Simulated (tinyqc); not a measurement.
Worked calculation: coherent transport through a tight-binding region between two chains. One step of it, computed by the program tinyqc.

Question. Transmission at E = 0.19 eV. Surface Green function g = (E - i sqrt(4 t^2 - E^2)) / (2 t^2); self-energy tc^2 g on each contact site; G = (E - H - Sigma)^(-1); Gamma = -2 Im Sigma; T = Gamma_L Gamma_R |G_LR|^2; local density of states -Im G_ii / pi.

H of the central region (eV):
```
,1,2,3
1,-0.270000,-1.960000,0.000000
2,-1.960000,0.200000,-1.690000
3,0.000000,-1.690000,-0.670000
```

Leads: semi-infinite chains with site energy 0:
```
parameter,value
lead hopping t (eV),2.170000
coupling to the left lead (eV),0.820000
coupling to the right lead (eV),0.870000
left contact site,1
right contact site,3
```

E = 0.190000 eV

Give: g; G; local density of states; transmission.

Answer.

g = 0.0202-0.4604i 1/eV

G (1/eV):
```
,1,2,3
1,0.5101-0.2504i,0.3545-0.0235i,-0.5895+0.2902i
2,0.3545-0.0235i,-0.0845-0.0506i,0.1801+0.0270i
3,-0.5895+0.2902i,0.1801+0.0270i,0.6847-0.3364i
```

local density of states (1/eV): 0.0797  0.0161  0.1071

transmission = 0.1863
